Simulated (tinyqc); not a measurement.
# Shallow acceptor in the spherical model (Baldereschi-Lipari), strong spin-orbit limit, step by step

A worked calculation. Computed by tinyqc, a small Python program that keeps every step. Command: `OMP_NUM_THREADS=1 python tinyqc.py 3003991 3003992 out.jsonl acceptor walk`. One thread of a shared host (Intel(R) Xeon(R) Processor @ 2.30GHz), about 0.01 s of CPU time with the checks. Intermediate numbers are printed to about 5 digits and carried at full precision; extremes and crossings named in words are read from the listed rows.

The 1S(3/2) state has an s envelope f(r) and a d envelope g(r). In effective units they obey -(f'' + 2f'/r + 2f/r) + mu (g'' + 5g'/r + 3g/r^2) = E f and -(g'' + 2g'/r - 6g/r^2 + 2g/r) + mu (f'' - f'/r) = E g. The cubic term, the split-off band and the central cell are left out.

Inputs (values chosen for the exercise, modelled on InAs):
```
quantity,value,unit
Luttinger gamma_1,20,-
Luttinger gamma_2,8.47,-
Luttinger gamma_3,9.17,-
dielectric constant eps,14.2,-
functions per channel n,3,-
smallest exponent zeta_1,0.81,1/a*
ratio beta of exponents,2.4,-
```

Constants: Ry = 13.605693123 eV; a_0 = 0.529177210903 angstrom.

## Effective units and couplings

Ry* = Ry/(gamma_1 eps^2), a* = a_0 eps gamma_1, mu = (6 gamma_3 + 4 gamma_2)/(5 gamma_1), delta = (gamma_3 - gamma_2)/gamma_1; spherical masses 1/(gamma_1 (1 - mu)) (heavy) and 1/(gamma_1 (1 + mu)) (light).

Ry* = 3.3738 meV

a* = 150.29 angstrom

mu = 0.889

delta = 0.035

heavy-hole mass = 0.45045 m_0

light-hole mass = 0.026469 m_0

## Matrices in a small basis

zeta_i = zeta_1 beta^(i-1), i = 1..n, in both channels. Basis: f_i = exp(-zeta_i r), g_i = r exp(-zeta_i r), weight r^2 dr, s = zeta_i + zeta_j. S_ff = 2/s^3, H_ff = zeta_i zeta_j S_ff - 2/s^2; S_gg = 24/s^5, H_gg = 8/s^3 + 24 zeta_i zeta_j/s^5 - 12/s^4; H(f_i, g_j) = mu (6 zeta_i^2/s^4 + 2 zeta_i/s^3); S_fg = 0. Each function is normalised by sqrt(S_ii).

H (Ry*), lower triangle (symmetric):
```
,f1,f2,f3,g1,g2,g3
f1,-0.9639
f2,-0.89252,-0.108864
f3,-0.60733,1.8619,12.437
g1,0.84188,1.9069,2.4695,0.7209
g2,1.1513,4.8492,10.984,1.7131,6.873984
g3,1.0026,6.6316,27.932,1.9919,12.775,46.126
```

S, lower triangle (symmetric):
```
,f1,f2,f3,g1,g2,g3
f1,1.0000
f2,0.7568,1.0000
f3,0.3580,0.7568,1.0000
g1,0.0000,0.0000,0.0000,1.0000
g2,0.0000,0.0000,0.0000,0.6285,1.0000
g3,0.0000,0.0000,0.0000,0.1805,0.6285,1.0000
```

## Lowest level in the small basis

H c = E S c with c^T S c = 1 and the largest component positive; the d weight is the part of the norm in g.

E = -4.1295 Ry*

coefficients: f1 0.09992, f2 -0.19060, f3 0.89911, g1 0.11560, g2 -0.33995, g3 -0.37889

d weight = 0.36917

## Converged levels

Large basis: zeta_i = 0.08 x 1.55^(i-1), i = 1..20 in each channel; overlap eigenvalues below 1e-11 are dropped. Binding energies are -E Ry*; the mass that fits is E(1S) eps^2/Ry.

1S(3/2) binding in Ry* = 4.3343

1S(3/2) binding energy = 14.623 meV

2S(3/2) binding energy = 4.4679 meV

d weight of 1S(3/2) = 0.37747

Hydrogenic mass that fits = 0.21672 m_0

The small basis recovers 95.3 % of the binding. The ratio 2S/1S is 0.306 against the hydrogenic 0.25. The fitted mass is 48 % of the heavy-hole mass.

## One mass for the acceptor?

Hydrogenic binding Ry m/eps^2; the density-of-states mass is (m_H^(3/2) + m_L^(3/2))^(2/3); errors are against the large basis.

1S binding energy:
```
mass,value (m_0),binding (meV),error (%)
light hole,0.02647,1.786,-87.79
1/gamma_1,0.05000,3.374,-76.93
mean of heavy and light,0.23846,16.090,10.03
heavy hole,0.45045,30.394,107.85
density of states,0.45472,30.682,109.82
```

The coupled result, 14.62 meV, lies between the 1/gamma_1 value (no coupling) and the heavy-hole value; the closest single rule here is "mean of heavy and light", off by +10.0 %.

## Binding against mu

The formulas are those given above.

1S(3/2):
```
mu,binding (Ry*),d weight,binding x (1 - mu)
0.10,1.0091,0.00424,0.90817
0.27,1.0706,0.03118,0.78153
0.50,1.2985,0.10979,0.64927
0.53,1.3497,0.12393,0.63435
0.80,2.5802,0.29828,0.51604
0.89,4.3702,0.37843,0.48072
0.90,4.7683,0.38818,0.47683
0.95,9.1447,0.44002,0.45723
```

The binding grows from 1.009 to 9.14 Ry*, slowly at first (second order in mu), while the d weight rises to 0.44. The last column, the binding in units of the heavy-hole Rydberg, falls to 0.457, towards about 0.44 as mu tends to 1.

Checks made by the program: mu = 0 against hydrogen, 1 and 1/4 (relative difference 4e-06); the coupling element from the adjoint operator (relative difference below 1e-10).
